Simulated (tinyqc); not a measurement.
Heat flow across a film from the phonon Boltzmann equation in the relaxation-time approximation: one step, computed by the program tinyqc.

Two black walls, hot at x = 0 and cold at x = L, emit phonons isotropically. For one free path Lambda, with tau = x/Lambda, tau_L = L/Lambda and phi = (T - T_cold)/Delta T, energy balance gives phi(tau) = (1/2) [E2(tau) + int_0^tau_L phi(s) E1(|tau - s|) ds]; E_n are the exponential integrals. The flux over the ballistic flux C v Delta T/4 is psi = 1 - 2 int_0^tau_L phi(s) E2(s) ds, and kappa_eff/kappa = (3/4) tau_L psi. kappa = C v Lambda/3 is an input, so at fixed kappa a longer free path means a smaller C v.

Question. The small linear system for Lambda_1. Cut the film into n equal cells with constant phi, collocated at the centres c_i: the kernel integrates to A_ij = |E2(|c_i - e_j|) - E2(|c_i - e_(j+1)|)|/2 for cell edges e_j, and A_ii = 1 - E2(half a cell); solve (1 - A) phi = E2(c)/2; psi = 1 - 2 sum_j phi_j [E3(e_j) - E3(e_(j+1))].

Inputs (values chosen for the exercise, modelled on silicon carbide): film thickness L = 43 nm; free path Lambda_1 = 110 nm; cells n in the small system = 4.

Give: optical thickness tau_L; 1 - A; right-hand side E2(c)/2; flux weights E3(e_j) - E3(e_(j+1)).

Answer.

optical thickness tau_L = 0.3909

1 - A, lower triangle (symmetric):
```
         1        2        3       4
1   0.8307
2  -0.0923   0.8307
3  -0.0612  -0.0923   0.8307
4  -0.0453  -0.0612  -0.0923  0.8307
```

right-hand side E2(c)/2: 0.4153  0.3230  0.2619  0.2165

flux weights E3(e_j) - E3(e_(j+1)): 0.08206  0.06337  0.05131  0.04241
